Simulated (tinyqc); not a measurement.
Comparisons within one model: special k points of the square lattice. A value that a table varies takes the place of the one given here.

Lattice vectors in units of a: a1 = (1, 0), a2 = (0, 1); reciprocal vectors b_i with a_i . b_j = 2 pi delta_ij. Mesh: k = sum_i f_i b_i with f_i = (2 j_i + shift)/(2 N), j_i = 0 .. N-1. The point group of the lattice has 8 operations; only those that map the mesh onto itself are used.

A_m(k) = sum over the m-th star of lattice vectors R of cos(k . R), stars in order of length: m = 1: |R|^2 = 1, 4 vectors, such as (1, 0) in the basis a_i; m = 2: |R|^2 = 2, 4 vectors, such as (1, 1) in the basis a_i; m = 3: |R|^2 = 4, 4 vectors, such as (2, 0) in the basis a_i; m = 4: |R|^2 = 5, 8 vectors, such as (2, 1) in the basis a_i; m = 5: |R|^2 = 8, 4 vectors, such as (2, 2) in the basis a_i; m = 6: |R|^2 = 9, 4 vectors, such as (3, 0) in the basis a_i. The zone mean of every A_m is zero.

Test function, the lower band of a two-band insulator: E(k) = -sqrt(D^2 + (e0 - t A_1(k))^2).

Inputs chosen for the exercise: D = 1.97 eV (half gap term); t = 1.14 eV (coupling); e0 = 2.43 eV (offset); N = 8 (points along each reciprocal vector); shift = 1 (half steps).

## Mesh size and shift

Errors of the mean of E against the unshifted mesh with N = 96. The fifth column is |R|^2 of the shortest star with a non-zero mean.

Meshes:

| mesh | points | irreducible | operations | \|R\|^2 missed | error (meV) |
|---|---|---|---|---|---|
| 2 Gamma | 4 | 3 | 8 | 4.00 | -521.744 |
| 2 shifted | 4 | 1 | 8 | 4.00 | 455.054 |
| 3 Gamma | 9 | 3 | 8 | 9.00 | -54.724 |
| 3 shifted | 9 | 3 | 8 | 9.00 | 86.057 |
| 4 Gamma | 16 | 6 | 8 | 16.00 | 4.694 |
| 4 shifted | 16 | 3 | 8 | 16.00 | -8.808 |
| 5 Gamma | 25 | 6 | 8 | 25.00 | 2.881 |
| 5 shifted | 25 | 6 | 8 | 25.00 | -3.490 |
| 6 Gamma | 36 | 10 | 8 | 36.00 | -0.319 |
| 6 shifted | 36 | 6 | 8 | 36.00 | 0.762 |
| 8 Gamma | 64 | 15 | 8 | >49 | 0.045 |
| 8 shifted | 64 | 10 | 8 | >49 | -0.055 |
| 10 Gamma | 100 | 21 | 8 | >49 | -0.006 |
| 10 shifted | 100 | 15 | 8 | >49 | 0.003 |

reference mean = -3.58328 eV

The shifted mesh has the smaller error for 2 of 7 values of N and the larger for 5. The cheapest mesh within 1 meV is 6 shifted, with 6 irreducible points. A mesh misses the lattice vectors N (n1 a1 + n2 a2 + ...); the half shift gives each the sign (-1)^(n1 + n2 + ...), so the 4 shortest ones add up to -4 in place of 4: their term only changes sign. The shift keeps the full symmetry; it leaves fewer irreducible points for N = 2, 4, 6, 8 and 10.

## Gap and mesh density

D takes the values listed; errors against the unshifted mesh with N = 192, for unshifted meshes.

Errors (meV):

| D (eV) | reference (eV) | N = 2 | N = 4 | N = 6 | N = 8 |
|---|---|---|---|---|---|
| 0.2 | -2.7928 | -709.371 | 66.638 | 5.320 | -1.908 |
| 0.4 | -2.8331 | -690.377 | 48.047 | 2.316 | -1.216 |
| 0.8 | -2.9632 | -643.650 | 24.084 | 0.048 | -0.189 |
| 1.5 | -3.3013 | -565.097 | 8.152 | -0.413 | 0.076 |
| 2.5 | -3.9389 | -481.267 | 3.059 | -0.197 | 0.020 |
| 4.0 | -5.0890 | -397.515 | 1.735 | -0.037 | 0.002 |

The first listed N from which the error stays below 0.5 meV is none for D = 0.2, none for D = 0.4, 6 for D = 0.8, 6 for D = 1.5, 6 for D = 2.5, 6 for D = 4 eV. A larger D makes the function smoother, so its Fourier coefficients fall faster with |R|; single entries change sign along a column, so a small error on one coarse mesh can be a cancellation.

## One point for the whole zone

The mean-value (Baldereschi) point is taken at k = (2 pi/a) (0.25, 0.25), that is f = (0.25, 0.25); the reference is the mesh with N = 96.

Single points:

| point | A_1 | A_2 | A_3 | A_4 | E (eV) |
|---|---|---|---|---|---|
| Gamma | 4.000 | 4.000 | 4.000 | 8.000 | -2.9013 |
| mean-value point | 0.000 | 0.000 | -4.000 | 0.000 | -3.1282 |
| zone-face centre b1/2 | 0.000 | -4.000 | 4.000 | 0.000 | -3.1282 |

reference mean = -3.5833 eV

The mean-value point makes A_1, A_2 and A_4 vanish. Its error is +455 meV, against +682 meV at Gamma and +455 meV at b1/2. E is not linear in A_1; its powers hold sums of nearest vectors and a non-zero mean, so this point is not exact. A_1 has the same value at b1/2, and E depends on A_1 alone, so this test cannot tell the two points apart.

## What moves the zone average

Mean of E over the mesh, and its error against the unshifted mesh with N = 96. Each row changes one parameter from the base and keeps the others.

Results:

| case | mean (eV) | error (meV) | irreducible points |
|---|---|---|---|
| base | -3.5833 | -0.05 | 10 |
| N = 9 | -3.5833 | -0.04 | 15 |
| shift = 0 | -3.5832 | 0.05 | 15 |
| D = 1.379 eV | -3.2353 | -0.26 | 10 |
| t = 1.482 eV | -3.9189 | -0.26 | 10 |

The largest shifts from the base row, up to three for each result and ties (the steps differ in size, so this ranks the rows, not the parameters). mean (eV): D +0.3481, t -0.3356, shift +0.0001; unchanged at the printed digits by N. error (meV): D -0.21, t -0.21, shift +0.10. irreducible points: N +5, shift +5; unchanged at the printed digits by D and t.

Program tinyqc; command `OMP_NUM_THREADS=1 python tinyqc.py 1682144 1682145 out.jsonl`; about 0.09 s on one thread of a shared Intel(R) Xeon(R) Processor @ 2.30GHz.
